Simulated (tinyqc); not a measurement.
Lateral field, substrate current, probability of reaching the oxide barrier and hot-carrier lifetime of a silicon transistor (pseudo-two-dimensional and lucky-electron models): one step, computed by the program tinyqc.

Local-field models: a lucky carrier gains its energy at the peak field over a path free of collisions. Voltages are magnitudes.

Problem. Hot-carrier currents and lifetime. C_ox = 3.9 eps_0/t; F_sat = 2 v_s/mu; V_Dsat = V_ov F_sat L/(V_ov + F_sat L), V_ov = V_G - V_T; I_D/W = C_ox v_s (V_ov - V_Dsat). Scale length l = 0.22 t^(1/3) x_j^(1/2) (all in cm); F_m = sqrt(((V_D - V_Dsat)/l_e)^2 + F_sat^2), with l_e = l + L_n; length of the velocity-saturated region l_e ln((V_D - V_Dsat)/(l_e F_sat) + F_m/F_sat). Substrate current I_sub/I_D = (A_i/B_i)(V_D - V_Dsat) exp(-B_i/F_m); probability of reaching the oxide barrier exp(-phi_b/(e lambda F_m)); lifetime tau = (H/(I_D/W)) exp(phi_it/(e lambda F_m)).

Inputs (values chosen for the exercise, modelled on a silicon n-channel): channel length L = 240 nm; oxide thickness t = 5.9 nm; junction depth x_j = 49 nm; mobility mu = 360 cm^2/(V s); saturation velocity v_s = 0.91 1e7 cm/s; threshold voltage V_T = 0.76 V; gate voltage V_G = 1.1 V; drain voltage V_D = 2.5 V; ionisation prefactor A_i = 1.9e+06 1/cm; ionisation field B_i = 1.65 MV/cm; hot-carrier mean free path lambda = 7.5 nm; oxide barrier phi_b = 3.1 eV; interface-trap threshold phi_it = 3.7 eV; lifetime constant H = 40 s microampere/micrometre; length of the depleted extension L_n = 30 nm.

Drain: lightly doped extension.

Constants: eps_0 = 8.8541878128e-12 F/m.

Give: I_sub/I_D; substrate current I_sub/W; probability of reaching phi_b; lifetime tau; exponent m = phi_it/(e lambda B_i).

Solution.

I_sub/I_D = 0.014691

substrate current I_sub/W = 0.58230 microampere/micrometre

probability of reaching phi_b = 2.4000e-06

lifetime tau = 5.1458e+06 s

exponent m = phi_it/(e lambda B_i) = 2.9899

Since both exponentials depend on 1/F_m, tau I_D scales about as (I_sub/I_D)^(-m) with m = 2.99, which lets I_sub serve as the monitor. The lifetime is 0.0163 times ten years (3.156e8 s).
